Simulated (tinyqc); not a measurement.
Domain walls in a thin film with perpendicular anisotropy: Bloch, Neel and chiral walls, motion and stripe domains. Changing the uniaxial anisotropy K_u. Computed by tinyqc, a small Python program. Command: `OMP_NUM_THREADS=1 python tinyqc.py 3023213 3023214 out.jsonl mwall sweep`. One thread of a shared host (Intel(R) Xeon(R) Processor @ 2.30GHz), about 0.03 s of CPU time with the checks.

One-dimensional wall: polar angle theta(x), azimuth phi of the moment in the wall (phi = 0 Neel, 90 degrees Bloch). mu_0 = 1.25663706212e-6 T m/A, gamma = 1.76085963023e11 rad/(s T).

Inputs (values chosen for the exercise, for a model film):
```
quantity                      value    unit
saturation magnetisation M_s   1270    kA/m
exchange stiffness A             14    pJ/m
DMI constant D                0.098  mJ/m^2
thickness t                     1.8      nm
```

Method:
- K_eff = K_u - mu_0 M_s^2/2; Delta = sqrt(A/K_eff); sigma_0 = 4 sqrt(A K_eff); profile theta = 2 arctan exp(x/Delta); quality factor Q = 2 K_u/(mu_0 M_s^2).
- sigma(phi) = sigma_0 + 2 Delta K_D cos^2(phi) - pi D cos(phi), with the wall shape anisotropy K_D = N_x mu_0 M_s^2/2, N_x = t ln 2/(pi Delta). The minimum has cos(phi) = D/D_N for D < D_N = 4 Delta K_D/pi and phi = 0 beyond; sigma turns negative at D_c = (sigma_0 + 2 Delta K_D)/pi.
- Dipolar length l = sigma/(mu_0 M_s^2); for t much smaller than the period the domain width is w = 0.955 t exp(pi l/t) (Kaplan and Gehring), given as log10 of w in nm.

One run for each value; columns: (1) uniaxial anisotropy K_u (kJ/m^3); (2) width parameter Delta (nm); (3) wall energy sigma (mJ/m^2); (4) D_c (mJ/m^2); (5) log10 of the domain width in nm; (6) K_eff (kJ/m^3):
```
(1)      (2)     (3)     (4)     (5)     (6)
1050  19.562   2.833  1.1674  1.2948    36.6
1200   8.662   6.435  2.3141  2.6420   186.6
1340   6.547   8.524  2.9787  3.4229   326.6
1490   5.420  10.303  3.5451  4.0883   476.6
1630   4.765  11.723  3.9971  4.6193   616.6
1780   4.274  13.075  4.4274  5.1249   766.6
1920   3.930  14.221  4.7923  5.5536   906.6
2070   3.640  15.355  5.1532  5.9776  1056.6
2210   3.421  16.342  5.4675  6.3469  1196.6
```

What does the table show?

Over the rows, width parameter Delta (nm) falls from 19.6 to 3.42 (exponent d ln y / d ln x -6.1 between the first rows and -0.95 between the last); wall energy sigma (mJ/m^2) rises from 2.83 to 16.3 (exponent d ln y / d ln x 6.1 between the first rows and 0.95 between the last); D_c (mJ/m^2) rises from 1.17 to 5.47 (exponent d ln y / d ln x 5.1 between the first rows and 0.90 between the last).

Caution (rows 1050): the domains are not wide against the wall, so the thin-wall formula fails. Caution (rows 2210): the formula for N_x assumes a film much thinner than the wall width.

Extremes, crossings and ranges named in words are read from the listed rows.
